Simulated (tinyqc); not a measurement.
Changing the field F: Haynes-Shockley experiment: drift, diffusion and decay of a minority-carrier pulse. Computed by tinyqc, a small Python program. Command: `OMP_NUM_THREADS=1 python tinyqc.py 3112646 3112647 out.jsonl haynes sweep`. One thread of a shared host (Intel(R) Xeon(R) Processor @ 2.30GHz), about 0.02 s of CPU time with the checks.

A thin sheet of excess carriers is made at x = 0, t = 0 in a long uniform bar; injection is low, so the pulse moves with the minority mobility.

Inputs (values chosen for the exercise, modelled on electrons in p-type silicon in a lightly doped bar): minority mobility mu = 1510 cm^2/(V s); lifetime tau = 8.7 microsecond; temperature T = 330 K; distance d to the collector = 0.28 cm; injected sheet density N0 = 2.9e+10 1/cm^2.

Constants: k_B = 8.617333262e-05 eV/K.

Method:
- D = mu k_B T/e, v = mu F.
- Transit time d/v, diffusion length sqrt(D tau), drift length v tau, Peclet number v d/D = e F d/(k_B T).
- dn(x, t) = N0/sqrt(4 pi D t) exp(-(x - v t)^2/(4 D t) - t/tau).
- At fixed x the signal peaks where d ln(dn)/dt = 0: a t^2 + t/2 - x^2/(4 D) = 0 with a = v^2/(4 D) + 1/tau.
- The full width at half maximum is found by solving dn(x, t) = peak/2 on both sides of the peak.
- With w the full width at half maximum: mu = d/(F t_p); D = (w d)^2/(16 ln2 t_p^3); Einstein ratio D/mu against k_B T/e.

One run for each value; columns: (1) field F (V/cm); (2) time of the peak t_p (microsecond); (3) width at half maximum (microsecond); (4) peak density (1/cm^3); (5) error of mu (%):
```
(1)       (2)     (3)         (4)     (5)
7.3    23.257  8.8377  1.5537e+10  9.2187
12.0   14.885  4.5071  5.6102e+10  3.8124
18.0   10.110  2.5173  1.2093e+11  1.8932
29.0    6.339  1.2477  2.3801e+11  0.8643
45.0    4.103  0.6489  3.8380e+11  0.4395
71.0    2.606  0.3282  5.7270e+11  0.2290
110.0   1.684  0.1704  7.9252e+11  0.1281
```

Describe and explain the trends.

Over the rows, time of the peak t_p (microsecond) falls from 23.3 to 1.68 (exponent d ln y / d ln x -0.90 between the first rows and -1.00 between the last); width at half maximum (microsecond) falls from 8.84 to 0.170 (exponent d ln y / d ln x -1.4 between the first rows and -1.5 between the last); peak density (1/cm^3) rises from 1.55e10 to 7.93e11 (exponent d ln y / d ln x 2.6 between the first rows and 0.74 between the last). At the high end the exponent of time of the peak t_p is -1.00, close to -1: pure drift, t = d/(mu F). At the high end the exponent of width at half maximum is -1.50, close to -1.5: sqrt(D t)/v with t = d/v.  Left out: 4.70 (the pulse dies before the collector).

Extremes, crossings and ranges named in words are read from the listed rows.
